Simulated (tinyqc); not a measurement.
Inversion-layer mobility, back-scattering and ballistic limit of a field-effect transistor: one step, computed by the program tinyqc. Command: `OMP_NUM_THREADS=1 python tinyqc.py 3010042 3010043 out.jsonl mos walk`. One thread of a shared host (Intel(R) Xeon(R) Processor @ 2.30GHz), about 0.01 s of CPU time with the checks.

The charge at the top of the source barrier is fixed by the gate; series resistance and short-channel effects are left out. F_j are Fermi integrals normalised to exp(eta) in the classical limit.

Task: Ballistic limit. Non-degenerate: every F_j(eta) is replaced by exp(eta). Ballistic channel: N_2D = g_v m k_B T/(pi hbar^2), U = e V_D/(k_B T); eta_F solves N_inv = (N_2D/2)[F_0(eta_F) + F_0(eta_F - U)]; v_T = sqrt(2 k_B T/(pi m)); I/W = e (N_2D/2) v_T [F_1/2(eta_F) - F_1/2(eta_F - U)]; injection velocity v_T F_1/2(eta_F)/F_0(eta_F).

Inputs (values chosen for the exercise, modelled on a 4H-SiC n-channel):
```
quantity               value  unit
transport mass m        0.29   m_0
valley degeneracy g_v      3     -
drain voltage V_D       0.05     V
temperature T            300     K
```

Statistics at the top of the barrier: non-degenerate.

inversion density N_inv = 9.022087e+11 1/cm^2

Constants: m_0 = 9.1093837015e-31 kg; k_B = 1.380649e-23 J/K; hbar = 1.054571817e-34 J s; k_B = 8.617333262e-05 eV/K; e = 1.602176634e-19 C.

Give: N_2D; eta_F; thermal velocity v_T; injection velocity; ballistic current I/W.

Result:

N_2D = 9.395e+12 1/cm^2

eta_F = -1.785

thermal velocity v_T = 0.9991 1e7 cm/s

injection velocity = 0.9991 1e7 cm/s

ballistic current I/W = 107.9 microampere/micrometre
